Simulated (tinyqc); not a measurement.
# Charge needed for a dipole step

Two sheets of opposite charge dd apart with permittivity ei give the step D = q N dd/(eps0 ei).

Parameters, values chosen for the exercise:
```
symbol  value  unit                                        meaning
ei        8.6        relative permittivity inside the dipole layer
dd       0.23    nm                  thickness of the dipole layer
```

Constants: q = 1.602176634e-19 C, eps0 = 8.8541878128e-14 F/cm where lengths are in cm. Results are converted to the units shown.

Result of one run:
```
N (cm^-2)	D (V)	field (MV/cm)	moment (debye/nm^2, 1 D = 3.33564e-30 C m)
1e12	0.004839	0.2104	0.1105
```

What becomes of these results when the charge in each sheet N is changed from 1e12 to 2.7e12 cm^-2, all else the same?

Result of the changed run:
```
N (cm^-2)	D (V)	field (MV/cm)	moment (debye/nm^2, 1 D = 3.33564e-30 C m)
2.7e12	0.01307	0.5681	0.2983
```

The whole series:
```
N (cm^-2)	D (V)	field (MV/cm)	moment (debye/nm^2, 1 D = 3.33564e-30 C m)
1e12	0.004839	0.2104	0.1105
2.7e12	0.01307	0.5681	0.2983
6.8e12	0.03291	1.431	0.7512
1.7e13	0.08227	3.577	1.878
4.5e13	0.2178	9.468	4.971
1.1e14	0.5323	23.14	12.15
2.9e14	1.403	61.02	32.04
```

D is proportional to N, 0.1 V for 2.07e13 cm^-2. The same sheet as an uncompensated charge under 1 nm of a dielectric of permittivity 3.9 would shift the flat band by 0.959 V, and that shift would grow with thickness, which a dipole step does not. For N = 1.1e14, 2.9e14 the field exceeds 20 MV/cm; it acts over one bond length, where the sheet picture is only a bookkeeping device.

Program tinyqc, `OMP_NUM_THREADS=1 python tinyqc.py 2410171 2410172 out.jsonl`; Intel Xeon 2.30GHz, shared host, one thread, about 0.01 s.
